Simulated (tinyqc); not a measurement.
Inside a calculation. Method: CISD on RHF in the 6-311g basis, for He, spin multiplicity 1. Computed by tinyqc, a small Python program that keeps every step (integrals from PySCF). Settings: charge = 0, multiplicity = 1, basis = 6-311g, method = RHF, energy threshold = 1e-10, iteration cap = 70, orthogonalisation = canonical, start = core, DIIS depth = 6, ci = CISD, davidson = 1. Command: `OMP_NUM_THREADS=1 python tinyqc.py 31035 31036 out.jsonl` (the two numbers bound the seeds that draw the settings). One thread of a shared host (Intel(R) Xeon(R) Processor @ 2.60GHz), about 0.07 s of CPU time with the checks. The early iterations of the SCF are left out here.

## One-electron integrals

Geometry (angstrom):
```
atom         x         y         z
He    0.000000  0.000000  0.000000
```

Basis 6-311g: exponents (1/bohr^2) and contraction coefficients of normalised primitives:
```
element  l (shell)   exponent  coefficient
He           s (1)  98.124300     0.028745
He           s (1)  14.768900     0.208061
He           s (1)   3.318830     0.837635
He           s (2)   0.874047     1.000000
He           s (3)   0.244564     1.000000
```

Overlap, kinetic and nuclear-attraction integrals over the contracted functions; the nuclear repulsion is the sum of Za Zb / Rab.

nuclear repulsion = 0 hartree

overlap S, order 1He 1s, 1He 2s, 1He 3s:
$$\begin{pmatrix}
1.000000 & 0.680472 & 0.328596 \\
0.680472 & 1.000000 & 0.751574 \\
0.328596 & 0.751574 & 1.000000
\end{pmatrix}$$

kinetic energy T (hartree), order 1He 1s, 1He 2s, 1He 3s:
$$\begin{pmatrix}
6.857100 & 1.439474 & 0.225603 \\
1.439474 & 1.311071 & 0.430865 \\
0.225603 & 0.430865 & 0.366846
\end{pmatrix}$$

nuclear attraction V (hartree), order 1He 1s, 1He 2s, 1He 3s:
$$\begin{pmatrix}
-7.306289 & -3.464825 & -1.535069 \\
-3.464825 & -2.983784 & -1.793893 \\
-1.535069 & -1.793893 & -1.578325
\end{pmatrix}$$

core Hamiltonian H = T + V (hartree), order 1He 1s, 1He 2s, 1He 3s:
$$\begin{pmatrix}
-0.449189 & -2.025351 & -1.309466 \\
-2.025351 & -1.672714 & -1.363028 \\
-1.309466 & -1.363028 & -1.211479
\end{pmatrix}$$

## Two-electron integrals

Functions are numbered as in S; the eight-fold symmetry (ij|kl) = (ji|kl) = (kl|ij) leaves the list below.

Two-electron integrals (ij|kl) in chemists' order, unique and non-zero (hartree):
```
(11|11) 2.395117   (21|11) 1.347337   (21|21) 0.798707   (22|11) 1.358411
(22|21) 0.863847   (22|22) 1.054927   (31|11) 0.614121   (31|21) 0.368625
(31|22) 0.406802   (31|31) 0.170715   (32|11) 0.842709   (32|21) 0.547009
(32|22) 0.700418   (32|31) 0.259418   (32|32) 0.476676   (33|11) 0.767030
(33|21) 0.510236   (33|22) 0.697580   (33|31) 0.244176   (33|32) 0.494732
(33|33) 0.558022
```

## Orthogonalisation

S = U s U^T; canonical form X = U s^(-1/2), so that X^T S X = 1. Each column of U has its largest component positive (the first on a tie).

eigenvalues of S: [0.135706, 0.673445, 2.190848]

X, order 1He 1s, 1He 2s, 1He 3s:
$$\begin{pmatrix}
-1.102035 & 0.913172 & 0.353396 \\
2.064207 & -0.049328 & 0.437907 \\
-1.376014 & -0.805348 & 0.373888
\end{pmatrix}$$

## Iteration 6 (converged): orbitals

converged F (hartree), order 1He 1s, 1He 2s, 1He 3s:
$$\begin{pmatrix}
1.373498 & -1.206232 & -1.105840 \\
-1.206232 & -0.594454 & -0.698399 \\
-1.105840 & -0.698399 & -0.371933
\end{pmatrix}$$

Diagonalise F' = X^T F X, C = X C', fill 1 alpha and 1 beta electrons from the bottom; D = 2 C_occ C_occ^T. Each column has its largest component positive (the first on a tie).

F' = X^T F X (hartree):
$$\begin{pmatrix}
4.532472 & -2.551452 & -0.303508 \\
-2.551452 & 2.582356 & 0.303105 \\
-0.303508 & 0.303105 & -0.888720
\end{pmatrix}$$

orbital energies (hartree): MO1 -0.916871, MO2 0.829434, MO3 6.313546

coefficients C, order 1He 1s, 1He 2s, 1He 3s:
$$\begin{pmatrix}
0.263558 & -0.137951 & -1.443869 \\
0.487487 & -1.153994 & 1.698764 \\
0.397446 & 1.427937 & -0.696296
\end{pmatrix}$$

D after iteration 6, order 1He 1s, 1He 2s, 1He 3s:
$$\begin{pmatrix}
0.138926 & 0.256962 & 0.209500 \\
0.256962 & 0.475287 & 0.387499 \\
0.209500 & 0.387499 & 0.315926
\end{pmatrix}$$

## Convergence

Stop when the energy changes by less than 1e-10 hartree and every element of the error matrix X^T (F D S - S D F) X is below 3e-06.

Course of the cycle:
```
iteration  E (hartree)     change  largest element of the error matrix
1          -2.74992593          -                             7.23e-01
2          -2.85857029  -1.09e-01                             5.21e-02
3          -2.85988350  -1.31e-03                             7.59e-03
4          -2.85989542  -1.19e-05                             6.61e-05
5          -2.85989542  -1.75e-09                             2.55e-07
6          -2.85989542  -1.47e-14                             1.27e-07
```

PySCF RHF in the same basis = -2.85989542 hartree

Converged in 6 iterations.

## Integrals over molecular orbitals

(pq|rs) = sum C_ip C_jq C_kr C_ls (ij|kl), one index at a time.

one-electron integrals over orbitals h = C^T H C (hartree):
$$\begin{pmatrix}
-1.943024 & 0.277318 & 0.173910 \\
0.277318 & -0.343196 & -0.333392 \\
0.173910 & -0.333392 & 4.176135
\end{pmatrix}$$

Two-electron integrals over orbitals (pq|rs), unique and non-zero (hartree):
```
(11|11) 1.026153    (21|11) -0.277318   (21|21) 0.146549    (22|11) 0.659589
(22|21) -0.113630   (22|22) 0.506646    (31|11) -0.173910   (31|21) 0.125599
(31|22) -0.078781   (31|31) 0.216548    (32|11) 0.229495    (32|21) -0.120916
(32|22) 0.102674    (32|31) -0.148688   (32|32) 0.127591    (33|11) 1.176980
(33|21) -0.380997   (33|22) 0.727303    (33|31) -0.386668   (33|32) 0.380658
(33|33) 1.599956
```

## CISD: determinants and Hamiltonian

Hartree-Fock energy = -2.85989542 hartree

Slater-Condon rules over spin orbitals, with the nuclear repulsion added and E(HF) subtracted on the diagonal.

Occupation strings over the orbitals (2 doubly, a alpha, b beta, 0 empty; spin orbitals ordered 1a 1b 2a 2b ...): 200 ab0 a0b ba0 b0a 020 0ab 0ba 002

H - E(HF) between determinants (hartree):
```
           200        ab0        a0b        ba0        b0a        020        0ab        0ba
200   0.000000   0.000000   0.000000   0.000000   0.000000   0.146549   0.125599  -0.125599
ab0   0.000000   1.233264  -0.103896  -0.146549  -0.125599   0.163688  -0.120916  -0.095129
a0b   0.000000  -0.103896   6.269986  -0.125599  -0.216548  -0.120916  -0.103679   0.148688
ba0   0.000000  -0.146549  -0.125599   1.233264  -0.103896  -0.163688  -0.095129  -0.120916
b0a   0.000000  -0.125599  -0.216548  -0.103896   6.269986   0.120916   0.148688  -0.103679
020   0.146549   0.163688  -0.120916  -0.163688   0.120916   2.680149  -0.230718   0.230718
0ab   0.125599  -0.120916  -0.103679  -0.095129   0.148688  -0.230718   7.420137  -0.127591
0ba  -0.125599  -0.095129   0.148688  -0.120916  -0.103679   0.230718  -0.127591   7.420137
002   0.216548  -0.148688  -0.212758   0.148688   0.212758   0.127591   0.047266  -0.047266

           002
200   0.216548
ab0  -0.148688
a0b  -0.212758
ba0   0.148688
b0a   0.212758
020   0.127591
0ab   0.047266
0ba  -0.047266
002  12.812120
```

## CISD: roots

Diagonalise (each vector has its largest component positive (the first on a tie)); all determinants have Ms = 0, so triplets appear too. The lowest singlet root is the correlation energy.

lowest roots of this matrix, relative to E(HF) (hartree): [-0.016523, 1.068792, 1.335042, 2.697740, 6.061588, 6.431625, 7.302319, 7.621607]

lowest vectors, order 200, ab0, a0b, ba0, b0a, 020, 0ab, 0ba, 002:
$$\begin{pmatrix}
0.997860 & 0.000000 & -0.016295 & 0.056933 \\
0.004709 & 0.705952 & 0.696297 & 0.122326 \\
-0.002319 & 0.032283 & -0.006316 & 0.033233 \\
-0.004709 & 0.705952 & -0.696297 & -0.122326 \\
0.002319 & 0.032283 & 0.006316 & -0.033233 \\
-0.057374 & 0.000000 & -0.171955 & 0.979800 \\
-0.018279 & 0.024272 & -0.003575 & 0.047603 \\
0.018279 & 0.024272 & 0.003575 & -0.047603 \\
-0.016106 & 0.000000 & 0.020056 & -0.009029
\end{pmatrix}$$

<S^2> of these roots: [0.000000, 2.000000, 0.000000, 0.000000, 2.000000, 0.000000, 2.000000, 0.000000]

weight of the ground state by excitation level 0, 1, 2, ...: [0.995725, 0.000055, 0.004219]

## The lowest root by the Davidson method

Start from the reference; add the residual divided by (theta - H_ii), orthogonalised, at each step.

Davidson iterations:
```
iteration  subspace  lowest Ritz value (hartree)  residual norm
1                 1                            0       3.16e-01
2                 2                  -0.01636521       2.86e-02
3                 3                  -0.01652148       3.41e-03
4                 4                  -0.01652292       2.54e-04
5                 5                  -0.01652294       4.00e-07
6                 6                  -0.01652294       8.35e-17
```
